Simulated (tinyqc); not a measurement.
Coupled-perturbed Hartree-Fock on RHF in the 6-311g basis, for H2, spin multiplicity 1, step by step. One step of it, computed by the program tinyqc.

Question. Response to a field: uncoupled start. Field along z; U_ai = -mu_ai / (e_a - e_i), alpha = -4 sum U_ai mu_ai.

orbital energies (hartree): MO1 -0.577385, MO2 0.158840, MO3 0.311169, MO4 0.624136, MO5 2.495796, MO6 2.672038

dipole integrals <a|z|i> (bohr):
```
,i1
a2,-0.976966
a3,0.000000
a4,0.476978
a5,0.000000
a6,-0.000712
```

Give: uncoupled U; uncoupled polarisability.

Answer.

uncoupled U:
```
,i1
a2,1.3270
a3,0.0000
a4,-0.3970
a5,0.0000
a6,0.0002
```

uncoupled polarisability = 5.9431 bohr^3
